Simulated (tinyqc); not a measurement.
Charge control and current of a heterostructure field-effect transistor: one step, computed by the program tinyqc. Command: `OMP_NUM_THREADS=1 python tinyqc.py 3026193 3026194 out.jsonl hemt walk`. One thread of a shared host (Intel(R) Xeon(R) Processor @ 2.30GHz), about 0.01 s of CPU time with the checks.

Two subbands in a triangular well; E_F is counted from the conduction band edge of the channel at the interface.

Task: First iteration. Charge control: n_s = C_b (V_G - V_T - E_F/e)/e. Well: mean field F = e n_s/(2 eps eps_0), E_i = (hbar^2/2m)^(1/3) [(3 pi e F/2)(i + 3/4)]^(2/3), i = 0, 1; n_s = D k_B T sum_i ln(1 + exp((E_F - E_i)/k_B T)), D = m/(pi hbar^2), which is solved in closed form for E_F. Iteration from n_s = C_b (V_G - V_T)/(2e): E_F from n_s, n_out from the charge control, n_new = n_s + mixing (n_out - n_s), kept above n_s/10; stop when |n_out/n_s - 1| < 1e-9.

Inputs (values chosen for the exercise, modelled on AlGaAs/GaAs):
```
quantity                                value  unit
channel mass m                          0.064   m_0
permittivity eps (barrier and channel)   12.8     -
gate voltage V_G                        -0.16     V
temperature T                             300     K
```

Charge source: delta doping. Velocity law: smooth.

barrier capacitance C_b = 0.2982463 microfarad/cm^2

threshold voltage V_T = -1.267042 V

Constants: e = 1.602176634e-19 C; k_B = 8.617333262e-05 eV/K; eps_0 = 8.8541878128e-12 F/m; hbar = 1.054571817e-34 J s; m_0 = 9.1093837015e-31 kg; k_B = 1.380649e-23 J/K.

Give: starting n_s; E_0; E_1; E_F; n_out.

Result:

starting n_s = 1.0304e+12 1/cm^2

E_0 = 73.338 meV

E_1 = 129.02 meV

E_F = 96.566 meV

n_out = 1.8810e+12 1/cm^2
